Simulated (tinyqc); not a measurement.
# FinFET, parasitic resistance, capacitance and delay: effect of the contact resistivity

Nf fins under one contact; each has gated perimeter p = 2 Hf + Wf and cross-section A = Hf Wf; contact width Wc = Nf pf, stack height Hs = Hf. Contact length Lc = CPP - Lg - 2 Lsp, shared by two neighbouring gates. Source and drain sides are equal. The formulas are first-order estimates, not field solutions.

Epitaxy sheet resistance Rsh = re/te, transfer length LT = sqrt(rc/Rsh), contact Rc = [sqrt(rc Rsh)/Wc] coth(Lc/(2 LT)); extension of one fin Rx = rx Lsp/A. With N fins: gate Cg = Cinv p N Lg; per side, plate Cp = ks eps0 [Wc (Hs + Hc) - N A]/Lsp, top fringe Cf = (2/pi) ks eps0 Wc ln(1 + Lg/(2 Lsp)), overlap Co = Cinv p N Lov. One fin: I = p Q vx u/(1 + |u|^1.8)^(1/1.8), Q = Cinv n Vt ln(1 + exp((Vg' - VT + dl Vd')/(n Vt))), u = Vd' mu/(vx Lg), Vg' = Vgs - v, Vd' = Vds - 2 v, with the drop on each side v = Rc (sum of I) + Rx I. Ieff = [I(Vgs = Vdd, Vds = Vdd/2) + I(Vdd/2, Vdd)]/2, total currents. With Cs = Cp + Cf + Co, the load of an inverter of two such devices driving an equal one is CL = 2 (Cg + 2 Cs) + 4 Cs + Cw (own drains counted twice for the Miller effect); delay CL Vdd/(2 Ieff).

Values chosen for this exercise; values close to those of silicon logic devices:
- T = 300 K (temperature)
- Nf = 2 (number of fins)
- Hf = 55 nm (fin height)
- Wf = 5 nm (fin width)
- pf = 24 nm (fin pitch)
- CPP = 42 nm (contacted gate pitch)
- Lg = 20 nm (gate length)
- Lsp = 6 nm (spacer length)
- ks = 5.5 (relative permittivity of the spacer)
- Hc = 20 nm (gate height above the channel stack)
- re = 0.00032 ohm cm (resistivity of the source-drain epitaxy)
- te = 20 nm (current-carrying depth of the epitaxy)
- rx = 0.00077 ohm cm (resistivity of the extension)
- Lov = 2 nm (gate overlap)
- Cinv = 2.7 uF/cm^2 (inversion capacitance)
- vx = 9.1e6 cm/s (injection velocity)
- mu = 350 cm^2/(V s) (apparent mobility)
- VT = 0.27 V (threshold at zero drain voltage)
- dl = 0.038 V/V (barrier lowering)
- n = 1.24 (subthreshold factor)
- Cw = 0.06 fF (wire load)
- Vdd = 0.8 V (supply voltage)

Constants: q = 1.602176634e-19 C, kB = 1.380649e-23 J/K, eps0 = 8.8541878128e-12 F/m, Vt = kB T/q. Results are converted to the units shown.

The same in every row: Rx/N (ohm) = 84.00; CL (aF) = 617.5.

Effect of the contact resistivity:
```
rc (ohm cm^2)	Rc (ohm)	Ieff (uA)	delay (ps)
1e-10	47.08	182.0	1.357
2.1e-10	92.99	177.1	1.395
4.5e-10	193.0	167.2	1.477
9.7e-10	409.7	148.1	1.668
2.1e-9	880.5	112.5	2.195
4.4e-9	1839	69.28	3.565
9.4e-9	3922	37.90	6.517
2e-8	8339	19.83	12.45
```

As rc goes from 1e-10 to 2e-8 ohm cm^2, Ieff falls from 182 to 19.8 uA, CL stays at 617 aF and the delay rises from 1.36 to 12.5 ps. Rc goes as rc^(0.92) at the start and rc^(1.00) at the end (1/2 for a long contact, 1 for a short one). For rc = 1e-10 to 2.1e-10 ohm cm^2 rc lies near or below the quantum limit of metal-silicon contacts.

Numbers from tinyqc (`OMP_NUM_THREADS=1 python tinyqc.py 2170049 2170050 out.jsonl`; about 0.03 s on one thread of a shared Intel Xeon 2.30GHz).
